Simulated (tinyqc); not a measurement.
BCS gap equation with a constant attraction inside the Debye window: one step, computed by the program tinyqc.

Pairs attract with strength V for |xi| < k_B Theta; N(0) is the density of states for one spin. Energies are given as temperatures (E/k_B, in K) unless marked.

Question. A tunnel junction of this metal. Ambegaokar-Baratoff: I_c R_n = (pi Delta/(2e)) tanh(Delta/2T); Josephson energy E_J = hbar I_c/(2e), given as E_J/h; inductance hbar/(2 e I_c); thermal quasiparticle fraction x = n_qp/(2 N(0) Delta) = sqrt(2 pi T/Delta) exp(-Delta/T), valid for T well below Delta.

Inputs (values chosen for the exercise, modelled on titanium nitride): Debye temperature Theta = 551 K; temperature T = 3.79 K; junction resistance R_n = 0.17 kilo-ohm.

Solver: bisection.

Delta(T) = 8.362232 K

Constants: k_B = 8.617333262e-05 eV/K; hbar = 1.054571817e-34 J s; e = 1.602176634e-19 C; h = 6.62607015e-34 J s.

Give: I_c R_n; critical current I_c; E_J/h; Josephson inductance; quasiparticle fraction x.

Answer.

I_c R_n = 907.4 microvolt

critical current I_c = 5338 nA

E_J/h = 2651 GHz

Josephson inductance = 0.06166 nH

quasiparticle fraction x = 0.1858

Caution: T is not small against Delta, so the quasiparticle formula is only a rough guide.
